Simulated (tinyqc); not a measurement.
Microkinetic model of low-temperature epitaxy from hydride gases: adsorption, hydrogen desorption and rate control: one step, computed by the program tinyqc. Command: `OMP_NUM_THREADS=1 python tinyqc.py 3002663 3002664 out.jsonl hepi walk`. One thread of a shared host (Intel(R) Xeon(R) Processor @ 2.30GHz), about 0.01 s of CPU time with the checks.

Each hydride molecule needs two free sites and leaves four hydrogen atoms, of which two leave at once as H2; theta is the hydrogen coverage, the site density is 6.78 per nm^2 and one layer is 1.358 angstrom thick.

Question. Coverage and growth rate. With k the hydride and k_H the hydrogen adsorption rate on free pairs and k_d the desorption rate, steady state: 2 (k + k_H)(1 - theta)^2 = k_d theta; growth rate R = k (1 - theta)^2 layers/s; 1 layer/s = 8.148 nm/min. With c = 2 (k + k_H)/k_d the free share is 1 - theta = 2/(1 + sqrt(1 + 4c)).

Inputs (values chosen for the exercise, close to those used for silane and germane on Si(001)): temperature T = 460 C.

Film: silicon-germanium. Order of hydrogen desorption: first.

k = 1.158631 1/s

k_H = 0 1/s

k_d = 0.07487202 1/s

Give: c; hydrogen coverage theta; growth rate R in layers; growth rate G.

Answer.

c = 30.95

hydrogen coverage theta = 0.8357

growth rate R in layers = 0.03128 layers/s

growth rate G = 0.2549 nm/min

Hydrogen covers most sites: its desorption limits growth.
